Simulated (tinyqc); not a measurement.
Scattering of inversion-layer electrons by surface optical phonons of the gate insulator (remote phonon scattering): one step, computed by the program tinyqc.

One subband with the Fang-Howard envelope; insulator and channel are half-spaces, the gate is far away, and an interlayer only moves the polar surface away by t (its own modes and its permittivity contrast are left out).

Problem. Surface modes and strengths. eps(w) = eps_inf + (eps_0s - eps_i) w1^2/(w1^2 - w^2) + (eps_i - eps_inf) w2^2/(w2^2 - w^2). Surface modes solve eps(w) + eps_s = 0, a quadratic in w^2; the strength of a mode is g = 2/(w d eps/dw). Occupation N = 1/(exp(hbar w/(k_B T)) - 1).

Inputs (values chosen for the exercise, modelled on HfO2 on silicon):

| quantity | value | unit |
|---|---|---|
| static constant of the insulator eps_0s | 22 | - |
| intermediate constant eps_i | 6.58 | - |
| optical constant eps_inf | 4.96 | - |
| hbar omega_TO1 | 12.4 | meV |
| hbar omega_TO2 | 48.7 | meV |
| constant of the channel eps_s | 11.7 | - |
| temperature T | 300 | K |

Constants: k_B = 8.617333262e-05 eV/K.

Give: hbar omega_SO; strengths g; occupations N; hbar omega g (2 N + 1).

Solution.

hbar omega_SO (meV): 1 16.79, 2 51.15

strengths g: 1 0.02443, 2 0.00592

occupations N: 1 1.093, 2 0.160

hbar omega g (2 N + 1) (meV): 1 1.307, 2 0.400

The lower mode has the larger hbar omega g N, the prefactor of absorption before the dependence on q: 0.448 and 0.0486 meV.
